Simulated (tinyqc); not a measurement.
CCSD on RHF in the sto-3g basis, for H3+, spin multiplicity 1, step by step. One step of it, computed by the program tinyqc.

Task: Iteration 6 (converged): orbitals. Diagonalise F' = X^T F X, C = X C', fill 1 alpha and 1 beta electrons from the bottom; D = 2 C_occ C_occ^T. Each column has its largest component positive (the first on a tie).

converged F (hartree), order 1H 1s, 2H 1s, 3H 1s:
$$\begin{pmatrix}
-0.618739 & -0.528015 & -0.464283 \\
-0.528015 & -0.538039 & -0.302144 \\
-0.464283 & -0.302144 & -0.517224
\end{pmatrix}$$

X, order 1H 1s, 2H 1s, 3H 1s:
$$\begin{pmatrix}
1.104052 & -0.206994 & -0.168110 \\
-0.206994 & 1.066962 & -0.045385 \\
-0.168110 & -0.045385 & 1.047837
\end{pmatrix}$$

Give: F' = X^T F X; orbital energies; coefficients C; D after iteration 6.

Result:

F' = X^T F X (hartree):
$$\begin{pmatrix}
-0.399 & -0.330 & -0.278 \\
-0.330 & -0.386 & -0.122 \\
-0.278 & -0.122 & -0.402
\end{pmatrix}$$

orbital energies (hartree): MO1 -0.892, MO2 -0.276, MO3 -0.020

coefficients C, order 1H 1s, 2H 1s, 3H 1s:
$$\begin{pmatrix}
0.526 & -0.088 & 1.003 \\
0.430 & -0.686 & -0.726 \\
0.400 & 0.855 & -0.487
\end{pmatrix}$$

D after iteration 6, order 1H 1s, 2H 1s, 3H 1s:
$$\begin{pmatrix}
0.554 & 0.453 & 0.421 \\
0.453 & 0.370 & 0.344 \\
0.421 & 0.344 & 0.320
\end{pmatrix}$$
